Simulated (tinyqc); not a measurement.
Conductivity against temperature: Debye-Callaway model of lattice thermal conductivity. Computed by tinyqc, a small Python program. Command: `OMP_NUM_THREADS=1 python tinyqc.py 3009223 3009224 out.jsonl callaway walk`. One thread of a shared host (Intel(R) Xeon(R) Processor @ 2.30GHz), about 0.01 s of CPU time with the checks.

Three acoustic branches with one velocity v, cut at omega_D = k_B Theta/hbar; x = hbar omega/(k_B T). v and Theta are separate inputs: Theta cuts off the heat-carrying modes, so C need not reach 3 k_B/V. gamma is an effective value that sets the umklapp rate. Heat flows along the wire.

Inputs (values chosen for the exercise, modelled on diamond): sound velocity v = 13000 m/s; Debye temperature Theta = 2150 K; volume per atom V = 5.67 angstrom^3; mean atomic mass M = 12.01 u; effective Grueneisen parameter gamma = 2.67; umklapp exponent divisor b = 3; alloy fraction f = 0.25; mass difference Delta M = 4.55 u; wire diameter D = 0.021 micrometre; specularity p = 0.2; normal-process factor f_N = 2.2.

Sample: wire. Point defects: alloy. Normal processes: included.

Constants: k_B = 1.380649e-23 J/K; hbar = 1.054571817e-34 J s; u = 1.6605390666e-27 kg.

Method:
- For a random alloy on all sites Gamma = f (1 - f) (Delta M/M)^2, with M the mean mass; strain-field scattering is left out. A = V Gamma/(4 pi v^3).
- Rates: point defects A omega^4; umklapp B omega^2 T exp(-Theta/(b T)) with B = hbar gamma^2/(M v^2 Theta); normal processes f_N B omega^2 T (T/Theta)^2. Boundaries: v/Lambda_B with Lambda_B = D (1 + p)/(1 - p).
- kappa_1 = c int tau_C g dx, g = x^4 e^x/(e^x - 1)^2, c = (k_B/(2 pi^2 v)) (k_B T/hbar)^3, over 0 < x < min(Theta/T, 40), by 96 Gauss-Legendre points in s with x = x_max s^2; 1/tau_C = 1/tau_R + 1/tau_N; kappa_2 = c [int (tau_C/tau_N) g dx]^2 / int (tau_C/(tau_N tau_R)) g dx; kappa = kappa_1 + kappa_2.
- The boundary limit is C v^2/(3 x boundary rate), with C = 3 c int g dx / v^2.

Rayleigh coefficient A = 5.52689e-45 s^3

Kappa (W/(m K)):
```
T (K)  all processes  without point defects  boundary limit
22          0.080801               0.080916        0.080916
43           0.59295                0.60419         0.60419
75            2.8486                 3.2059          3.2059
130           10.569                 16.673          16.691
220           26.132                 75.159          78.385
370           44.585                 193.43          274.03
640           53.557                 204.19          584.84
1100          45.163                 125.67          806.61
1700          32.240                 73.973          895.87
```

What follows from these numbers?

kappa peaks among these rows at 640 K (T/Theta = 0.298) with 53.6 W/(m K). The exponent d ln kappa/d ln T is 2.97 at the cold end, the T^3 law of boundary scattering, and -0.77 at the hot end. The normal rate is taken to grow as T^3 at all T, which overstates it above Theta. Point defects cost most at 370 K, a factor 4.34.

Extremes, crossings and ranges named in words are read from the listed rows.
